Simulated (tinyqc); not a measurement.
Inside a calculation. Model: two coupled magnetic layers: synthetic antiferromagnet, spin flop, exchange bias and magnetoresistance. Computed by tinyqc, a small Python program that keeps every step. Command: `OMP_NUM_THREADS=1 python tinyqc.py 3003678 3003679 out.jsonl saf walk`. One thread of a shared host (Intel(R) Xeon(R) Processor @ 2.30GHz), about 0.3 s of CPU time with the checks. Intermediate numbers are printed to about 6 digits and carried at full precision; extremes and crossings named in words are read from the listed rows.

Moments lie in the plane at the angles p1, p2 from the field. Energy per area: E = J1 cos(p1 - p2) + J2 cos^2(p1 - p2) - B M_s (t1 cos p1 + t2 cos p2) + K (t1 sin^2 p1 + t2 sin^2 p2).

Inputs (values chosen for the exercise, for a model stack):
```
quantity                           value              unit
saturation magnetisation M_s        1160              kA/m
thickness t1                         4.9                nm
thickness t2                         3.1                nm
antiferromagnetic coupling J1      0.087            mJ/m^2
biquadratic coupling J2                0            mJ/m^2
in-plane anisotropy K               0.61            kJ/m^3
field over the saturation field     0.76                 -
spin polarisation P1                0.56                 -
spin polarisation P2                 0.4                 -
resistance-area product, parallel     48  ohm micrometre^2
exchange-bias energy J_ex          0.078            mJ/m^2
```

Field direction: along the easy axis.

## Saturation field

The parallel state is stable while the Hessian at p1 = p2 = 0 is positive: with c = J1 + 2 J2 and u = B M_s + 2K, (u t1 - c)(u t2 - c) > c^2, so B_sat M_s = c (1/t1 + 1/t2) - 2K. B_K = 2K/M_s.

exchange field c (1/t1 + 1/t2)/M_s = 39.4997 mT

B_K = 1.05172 mT

saturation field B_sat = 38.4479 mT

applied field B = 29.2204 mT

## Limit of the antiparallel state

With p1 = 0, p2 = 180 degrees and c2 = J1 - 2 J2 the Hessian is [[c2 + t1 (2K + b), -c2], [-c2, c2 + t2 (2K - b)]], b = B M_s; its determinant vanishes at the positive root of t1 t2 b^2 - c2 (t1 - t2) b - [2K c2 (t1 + t2) + 4 K^2 t1 t2] = 0.

stability limit B_sf of the antiparallel state = 12.3428 mT

Net moment and anisotropy together hold the collinear state up to 0.32 B_sat.

## Equilibrium at the field B

The lowest minimum of E over both angles (from five starts; of two mirror images the one with p1 >= 0, and for equal layers |p1| <= |p2|).

p1 = 30.3544 degrees

p2 = -53.7476 degrees

m/m_sat along B = 0.757682

energy = -0.194524 mJ/m^2

The moments are canted, 84.1 degrees apart.

## Tunnel magnetoresistance against a free layer along B

Julliere: TMR = 2 P1 P2/(1 - P1 P2). Conductance G(theta) = G0 (1 + P1 P2 cos theta), so RA(theta) = RA_P (1 + P1 P2)/(1 + P1 P2 cos theta); theta = p2 for the layer next to the barrier.

TMR = 57.7320 %

RA, antiparallel = 75.7113 ohm micrometre^2

RA at this field = 51.8799 ohm micrometre^2

## Pinning of a single layer

A layer t1 on an antiferromagnet is shifted by B_ex = J_ex/(M_s t1).

bias field, single layer = 13.7227 mT

## Pinning of the pair

A rigid antiparallel pair has the net moment M_s (t1 - t2), so the same J_ex holds it up to J_ex/(M_s (t1 - t2)).

bias field, rigid pair = 37.3563 mT

Caution: at such fields the pair is no longer rigid.

## Magnetisation curve

The formulas are those given above.

Equilibrium states:
```
B/B_sat   B (mT)  p1 (degrees)  p2 (degrees)  m/m_sat
0.02      0.7690        0.0000      -180.000  0.22500
0.06      2.3069        0.0000      -180.000  0.22500
0.12      4.6138        0.0000      -180.000  0.22500
0.20      7.6896        0.0000      -180.000  0.22500
0.30     11.5344        0.0000      -180.000  0.22500
0.45     17.3016       36.0305       -99.736  0.42980
0.60     23.0688       36.5840       -74.801  0.59342
0.80     30.7584       27.9971       -48.367  0.79826
0.95     36.5255       14.3708       -23.132  0.94968
1.10     42.2927        0.0000         0.000  1.00000
```

The collinear state is the lowest in 5 row(s), with m/m_sat = (t1 - t2)/(t1 + t2) = 0.225; then the moments are canted and close at B_sat. The largest gap between m/m_sat and B/B_sat in the canted rows is 0.020.

Checks made by the program: the energy against a grid over both angles (relative difference 8e-08).
